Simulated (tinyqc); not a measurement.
Undoped symmetric double-gate MOSFET, analytic potential model: two steps of the calculation.

An undoped body of thickness ts between two equal insulators and tied gates; long channel, electrons only, n = ni exp((psi - V)/Vt) with V the quasi-Fermi potential (0 at the source, Vd at the drain), constant mobility, no quantisation. Across the body psi(x) = V - 2 Vt ln[(ts/(2 beta)) sqrt(q ni/(2 eps0 eps_r Vt)) cos(2 beta x/ts)], x from the centre. Q is the electron charge per area of the whole body.

Inputs (values chosen for the exercise); material values close to those of silicon:
- T = 300 K (temperature)
- eps_r = 11.8 (relative permittivity of the semiconductor)
- ts = 15 nm (body thickness)
- Vg = 0.62 V (gate voltage)

Constants: q = 1.602176634e-19 C, kB = 1.380649e-23 J/K, Vt = kB T/q, eps0 = 8.8541878128e-14 F/cm where lengths are in cm. Results are converted to the units shown.

Task 1. beta at the source by Newton steps. With V = 0: f = ln(beta) - ln(cos beta) + 2 r beta tan(beta) - (Vg - V0)/(2 Vt); f' = 1/beta + tan(beta) + 2 r [tan(beta) + beta/cos^2(beta)]; beta(new) = beta - f/f'.

beta at the start = 1.2
r = 0.31808696
V0 = 0.55652672 V

Find: f; f'; beta after iteration 1.

Result 1.

f = 1.933
f' = 10.86
beta after iteration 1 = 1.022

Task 2. Potential and electron density across the body at the source. psi(x) as above with V = 0 and beta = beta_s; n = ni exp(psi/Vt).

```
point,x/ts
0,0
1,0.1
2,0.2
3,0.3
4,0.4
5,0.45
6,0.5
```

beta_s = 0.92846246
ni = 1.2835436e10 cm^-3

Give: psi; n.

Result 2.

```
point,psi (V),n (cm^-3)
0,0.45269,5.1671e17
1,0.45359,5.3495e17
2,0.45634,5.9509e17
3,0.46116,7.1719e17
4,0.46850,9.5233e17
5,0.47334,1.1486e18
6,0.47918,1.4398e18
```

The density at the surface is 2.79 times that at the centre (1/cos^2 beta).

tinyqc, about 0.01 s, one thread, Intel Xeon 2.30GHz (shared host): `OMP_NUM_THREADS=1 python tinyqc.py 2440002 2440003 out.jsonl`
